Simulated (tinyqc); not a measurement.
Interface traps by the conductance method, a continuum of levels: two steps of the calculation.

MOS capacitor on an n-type substrate; psi is the band bending, negative in depletion; only majority carriers are counted. The traps exchange electrons with the conduction band; their admittance lies in parallel with Cd, and that pair in series with Cox and Rs. w = 2 pi f.

Values chosen for this exercise; band and dielectric values close to those of silicon: temperature T = 350 K; relative permittivity eps_r = 11.8; donor density Nd = 4.6e16 cm^-3; equivalent oxide thickness EOT = 3.7 nm; band bending psi ps = -0.095 V; capture cross-section for electrons sn = 1.5e-17 cm^2; thermal velocity vth = 2.5e7 cm/s; interface trap density Dit = 1.2e12 cm^-2 eV^-1.

Constants: q = 1.602176634e-19 C, kB = 1.380649e-23 J/K, Vt = kB T/q, eps0 = 8.8541878128e-14 F/cm where lengths are in cm. Results are converted to the units shown.

Question 1. Capacitances and time constant. Cox = 3.9 eps0/EOT, LD = sqrt(eps0 eps_r Vt/(q Nd)), u = psi/Vt, Cd = (eps0 eps_r/(sqrt(2) LD)) |exp(u) - 1|/sqrt(exp(u) - u - 1); ns = Nd exp(u); tau = 1/(sn vth ns), Cit = q Dit (Dit per eV).

Find: Cox; Cd; ns; tau; Cit.

Answer 1.

Cox = 933.28 nF/cm^2
Cd = 230.94 nF/cm^2
ns = 1.9716e15 cm^-3
tau = 1.3525e-6 s
Cit = 192.26 nF/cm^2

Question 2. Extraction from the readings. Ignoring Rs: Gp/w = w Cox^2 Gm/[Gm^2 + w^2 (Cox - Cm)^2].

Cox = 933.27926 nF/cm^2
Cm = 286.33043 nF/cm^2
Gm/w = 18.807761 nF/cm^2

Give: extracted Gp/w.

Answer 2.

extracted Gp/w = 39.107 nF/cm^2

The uncorrected series resistance makes this 0.78 % above the true Gp/w.

Numbers from tinyqc (`OMP_NUM_THREADS=1 python tinyqc.py 2030005 2030006 out.jsonl`; about 0.01 s on one thread of a shared Intel Xeon 2.30GHz).
